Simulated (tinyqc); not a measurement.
What each parameter does: core-shell quantum dot (spherical envelope functions).

Parabolic bands; strain and other valleys are left out. s states, u = r psi, hard wall at R + H, c = hbar^2/2m0, energies from the band edges of the core. Core: u = sin(k1 r)/k1, k1 = sqrt(m1 E/c). At R, psi and psi'/m are continuous, so u is continuous and its slope in the shell is s = u/R + (m2/m1)(u' - u/R). Shell: u(R + x) = u(R) cos(k2 x) + s sin(k2 x)/k2, k2 = sqrt(m2 (E - V)/c); for negative arguments the functions turn into sinh and cosh. A level has u(R + H) = 0.

Overlap = (integral of u_e u_h)^2 with normalised u. Coulomb integrals J_ab = (q/eps) double integral of u_a(r)^2 u_b(s)^2/max(r, s), q = e^2/(4 pi eps0), one eps everywhere. Exciton E = Eg + E_e + E_h - J_eh; first-order biexciton shift J_ee + J_hh - 2 J_eh (positive: repulsive).

Constants: hbar^2/2m0 = 3.80998211 eV angstrom^2; e^2/(4 pi eps0) = 14.39964547 eV angstrom; hc = 1239.841984 eV nm.

Values chosen for the exercise (near those of an InAs/InP core-shell dot; shifted at random, so the results belong to these values and not to a real crystal): R = 14 angstrom (core radius); H = 7 angstrom (shell thickness); Vc = 0.46 eV (conduction edge of the shell above that of the core); Vv = 0.368 eV (hole barrier of the shell); me1 = 0.031 m0 (electron, core); me2 = 0.077 m0 (electron, shell); mh1 = 0.35 m0 (hole, core); mh2 = 0.506 m0 (hole, shell); Eg = 0.423 eV (gap of the core); eps = 12.5 (dielectric constant).

All quantities anew.

One parameter was then changed.

Results before and after:
```
case     E (eV)  overlap  electron in core  biexciton shift (meV)
base      2.037    0.958             0.716                    2.1
changed   1.806    0.949             0.703                    2.6
```

Which of these changes was made? (a) R = 11 angstrom; (b) Vv = 0.276 eV; (c) me2 = 0.096 m0; (d) mh1 = 0.28 m0; (e) eps = 14.4; (f) H = 12 angstrom; (g) Vc = 0.56 eV.

Answer: (c) me2 = 0.096 m0. Of the candidates, run in turn, only this one gives the changed row.

All candidates:
```
case             E (eV)  overlap  electron in core  biexciton shift (meV)
base              2.037    0.958             0.716                    2.1
R = 11 angstrom   2.535    0.966             0.629                    2.1
H = 12 angstrom   1.572    0.911             0.540                    4.1
Vc = 0.56 eV      2.065    0.960             0.720                    2.0
Vv = 0.276 eV     2.023    0.970             0.716                    1.5
me2 = 0.096 m0    1.806    0.949             0.703                    2.6
mh1 = 0.28 m0     2.056    0.977             0.716                    1.1
eps = 14.4        2.049    0.958             0.716                    1.8
```

(tinyqc, `OMP_NUM_THREADS=1 python tinyqc.py 1250625 1250626 out.jsonl`, Intel(R) Xeon(R) Processor @ 2.30GHz, 1 thread, shared host, about 0.04 s.)
